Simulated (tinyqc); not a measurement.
Limits of the phonon part: Bloch-Grueneisen resistivity of a metal. Computed by tinyqc, a small Python program. Command: `OMP_NUM_THREADS=1 python tinyqc.py 3011849 3011850 out.jsonl bg walk`. One thread of a shared host (Intel(R) Xeon(R) Processor @ 2.30GHz), about 0.01 s of CPU time with the checks.

Electrons scatter from a Debye spectrum of phonons (n = 5 for scattering within one band, n = 3 for scattering into a second, heavy band) and from static defects.

Inputs (values chosen for the exercise, modelled on iridium):

| quantity | value | unit |
|---|---|---|
| exponent n | 5 | - |
| Debye temperature Theta | 313 | K |
| transport coupling lambda_tr | 0.37 | - |
| Drude plasma energy hbar w_p | 9.1 | eV |
| residual resistivity rho_0 | 0.89 | microohm cm |
| saturation resistivity | 65 | microohm cm |

Addition: saturation.

Constants: k_B = 1.380649e-23 J/K; hbar = 1.054571817e-34 J s; eps_0 = 8.8541878128e-12 F/m; hbar = 6.582119569e-16 eV s.

Method:
- J_n(y) = int_0^y x^n e^x/(e^x - 1)^2 dx, by 96 Gauss-Legendre points (upper limit at most 60).
- rho_ph = (n - 1) rho_1 (T/Theta)^n J_n(Theta/T), with rho_1 = 2 pi lambda_tr k_B Theta/(hbar eps_0 w_p^2), the high-temperature line at T = Theta.
- Parallel-resistor saturation: 1/rho = 1/(rho_0 + rho_ph) + 1/rho_sat.
- Low T: (n - 1) n! zeta(n) rho_1 (T/Theta)^n. High T: rho_1 (T/Theta) [1 - (n - 1)/(12 (n + 1)) (Theta/T)^2].

Resistivities (microohm cm):

| T (K) | rho_ph | low-T law | straight line | line with correction | total rho |
|---|---|---|---|---|---|
| 9.4 | 6.8445e-05 | 6.8445e-05 | 0.169 | - | 0.878 |
| 16.0 | 9.7782e-04 | 9.7791e-04 | 0.288 | - | 0.879 |
| 25.0 | 8.9790e-03 | 9.1075e-03 | 0.450 | - | 0.887 |
| 38.0 | 6.1744e-02 | 7.3896e-02 | 0.683 | - | 0.938 |
| 63.0 | 3.6883e-01 | 9.2556e-01 | 1.133 | - | 1.235 |
| 110.0 | 1.3025e+00 | 1.5020e+01 | 1.978 | 1.088 | 2.121 |
| 160.0 | 2.3439e+00 | 9.7791e+01 | 2.877 | 2.266 | 3.081 |
| 250.0 | 4.1264e+00 | 9.1075e+02 | 4.496 | 4.104 | 4.657 |
| 380.0 | 6.5828e+00 | 7.3896e+03 | 6.834 | 6.576 | 6.702 |
| 630.0 | 1.1176e+01 | 9.2556e+04 | 11.330 | 11.175 | 10.177 |

The low-T law holds to 10 % up to 25 K, the straight line from 250 K on. The local exponent of rho_ph falls from 5.00 to 1.05. Phonons overtake the residual resistivity between 63.0 and 110 K. Saturation lowers the last total by 15.7 %.

Extremes, crossings and ranges named in words are read from the listed rows.
